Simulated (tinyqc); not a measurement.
Sp3 tight binding, zinc-blende lattice, step by step. One step of it, computed by the program tinyqc.

Problem. Bloch Hamiltonian at k. Slater-Koster rules over the four bonds with direction cosines (l, m, n): ss V_ss; s-px l V_sp; px-s -l V_sp; px-px l^2 V_pps + (1 - l^2) V_ppp; px-py l m (V_pps - V_ppp); each times exp(i k.d).

Parameters chosen for this model: zinc-blende lattice, anion at 0, cation at a/4 (1,1,1); V = eta hbar^2 / (m d^2), hbar^2/m = 7.619964 eV angstrom^2:
```
parameter          value      unit
a               3.750000  angstrom
d               1.623798  angstrom
Es anion      -13.470000        eV
Ep anion       -8.240000        eV
Es cation     -11.100000        eV
Ep cation      -7.000000        eV
eta ss         -1.320000
eta sp          1.420000
eta pp sigma    2.220000
eta pp pi      -0.630000
V ss           -3.814723        eV
V sp            4.103718        eV
V pp sigma      6.415671        eV
V pp pi        -1.820663        eV
```

k point k (2 pi / a): 0.660000  0.790000  0.540000

Give: H(k) at k.

Solution.

H(k) at k (eV), lower triangle (Hermitian):
```
                  a s             a px             a py             a pz
a s          -13.4700
a px           0.0000          -8.2400
a py           0.0000           0.0000          -8.2400
a pz           0.0000           0.0000           0.0000          -8.2400
c s   -1.6639-9.3208i   3.4236+1.7474i   1.9820+3.0183i   5.1037+1.1722i
c px  -3.4236-1.7474i   0.4034+2.2596i  -5.9140-1.3583i  -2.2967-3.4975i
c py  -1.9820-3.0183i  -5.9140-1.3583i   0.4034+2.2596i  -3.9672-2.0248i
c pz  -5.1037-1.1722i  -2.2967-3.4975i  -3.9672-2.0248i   0.4034+2.2596i

           c s     c px     c py     c pz
c s   -11.1000
c px    0.0000  -7.0000
c py    0.0000   0.0000  -7.0000
c pz    0.0000   0.0000   0.0000  -7.0000
```
